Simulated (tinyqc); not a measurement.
What each parameter does: quantum-confined Stark effect in a modulator well.

Envelopes on cells of 0.5 angstrom over the well |z| < L/2 and 45 angstrom of barrier on each side, psi = 0 beyond, psi'/m continuous (mean mass between points), c = hbar^2/2m0. The electron sees + e F z and the hole - e F z, each with its offset in the barriers; 1 kV/cm = 1e-5 eV/angstrom. Light holes, band mixing and escape by tunnelling are left out.

Exciton: in-plane function exp(-rho/lam), 1/mu = 1/me + 1/mp, E(lam) = c/(mu lam^2) - (q/eps) times the integral over k of Fm(k)(1 + (k lam/2)^2)^(-3/2), Fm(k) the double integral of psi_e^2 psi_h^2 exp(-k |z - z'|), q = e^2/(4 pi eps0); binding Eb = -E at the minimum. Line at Eg + E_e + E_h - Eb, strength proportional to overlap^2/lam^2.

Constants: hbar^2/2m0 = 3.80998211 eV angstrom^2; e^2/(4 pi eps0) = 14.39964547 eV angstrom; hc = 1239.841984 eV nm.

Inputs chosen for the exercise (near those of an InGaAsP well in InP; shifted at random, so the results belong to these values and not to a real crystal):
```
symbol  value   unit      meaning
L       96      angstrom  well width
Vc      0.201   eV        conduction offset
Vv      0.313   eV        heavy-hole offset
me      0.0493  m0        electron, well
meb     0.0802  m0        electron, barrier
mh      0.347   m0        heavy hole along z, well
mhb     0.499   m0        heavy hole, barrier
Eg      0.872   eV        gap of the well
mp      0.11    m0        heavy hole in the plane
eps     13.2              dielectric constant
F       111     kV/cm     field
```

Zero-field line, shift at F, overlap^2 and Eb at F. Each row changes one parameter from the base and keeps the others.

Results:
```
case             line (nm)  shift (meV)  overlap^2  Eb (meV)
base                1361.6       -21.29      0.454      5.58
L = 86 angstrom     1350.9       -16.03      0.571      5.96
F = 89 kV/cm        1361.6       -14.24      0.560      5.78
Vc = 0.161 eV       1365.4       -22.40      0.427      5.48
Vv = 0.391 eV       1361.3       -20.71      0.464      5.61
me = 0.0567 m0      1365.3       -21.31      0.444      5.91
mh = 0.295 m0       1359.9       -20.62      0.483      5.60
eps = 11.9          1363.5       -21.09      0.454      6.60
```

The largest shifts from the base row, up to three for each result and ties (the steps differ in size, so this ranks the rows, not the parameters). line (nm): L -10.8, Vc +3.7, me +3.7; unchanged at the printed digits by F. shift (meV): F +7.05, L +5.26, Vc -1.10. overlap^2: L +0.117, F +0.106, mh +0.029; unchanged at the printed digits by eps. Eb (meV): eps +1.02, L +0.39, me +0.34.

(tinyqc, `OMP_NUM_THREADS=1 python tinyqc.py 1251985 1251986 out.jsonl`, Intel(R) Xeon(R) Processor @ 2.30GHz, 1 thread, shared host, about 0.2 s.)
